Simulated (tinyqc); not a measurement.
Luttinger-Kohn k.p, four valence bands, step by step. Computed by tinyqc, a small Python program that keeps every step. Settings: g1 = 13.71, g2 = 4.31, g3 = 6.44. Command: `OMP_NUM_THREADS=1 python tinyqc.py 20703 20704 out.jsonl` (the two numbers bound the seeds that draw the settings). One thread of a shared host (Intel(R) Xeon(R) Processor @ 2.60GHz), about 0.01 s of CPU time with the checks.

## Bloch Hamiltonian at k

Luttinger parameters chosen for this model; energies are counted downward from the top of the valence band:
```
parameter      value  unit
g1         13.710000
g2          4.310000
g3          6.440000
```

k point k (1/angstrom): 0.015000  -0.035000  0.013000

P = c g1 k^2, Q = c g2 (kx^2 + ky^2 - 2 kz^2), R = c sqrt3 [-g2 (kx^2 - ky^2) + 2i g3 kx ky], S = 2 c sqrt3 g3 (kx - i ky) kz, c = hbar^2/2m = 3.809982 eV angstrom^2; rows [P+Q, -S, R, 0], [-S*, P-Q, 0, R], [R*, 0, P-Q, S], [0, R*, S*, P+Q]. The path ends lie at |k| = 0.06 1/angstrom.

H(k) at k (eV):
```
                      3/2                  1/2                -1/2                -3/2
3/2              0.102828  -0.016574-0.038673i  0.028442-0.044623i            0.000000
1/2   -0.016574+0.038673i             0.066308            0.000000  0.028442-0.044623i
-1/2   0.028442+0.044623i             0.000000            0.066308  0.016574+0.038673i
-3/2             0.000000   0.028442+0.044623i  0.016574-0.038673i            0.102828
```

## Levels at k

Diagonalise the Hermitian matrix.

eigenvalues (eV): 0.014540  0.014540  0.154596  0.154596

## Bands along a path

The same steps at evenly spaced points between the labelled ones.

Bands along the path (eV):
```
k               band 1    band 2    band 3    band 4
[111]         0.011384  0.011384  0.364707  0.364707
[111]-G 0.20  0.007286  0.007286  0.233412  0.233412
[111]-G 0.40  0.004098  0.004098  0.131294  0.131294
[111]-G 0.60  0.001821  0.001821  0.058353  0.058353
[111]-G 0.80  0.000455  0.000455  0.014588  0.014588
G             0.000000  0.000000  0.000000  0.000000
G-[100] 0.20  0.002793  0.002793  0.012251  0.012251
G-[100] 0.40  0.011170  0.011170  0.049004  0.049004
G-[100] 0.60  0.025133  0.025133  0.110260  0.110260
G-[100] 0.80  0.044681  0.044681  0.196017  0.196017
[100]         0.069814  0.069814  0.306277  0.306277
```

## Hole masses

E = c [g1 k^2 -/+ 2 sqrt(g2^2 k^4 + 3 (g3^2 - g2^2)(kx^2 ky^2 + ky^2 kz^2 + kz^2 kx^2))] with c = hbar^2/2m, and m* = hbar^2 k^2 / (2 E).

Masses (electron masses):
```
direction     heavy     light
[100]      0.196464  0.044783
[110]      0.570819  0.038959
[111]      1.204819  0.037608
```
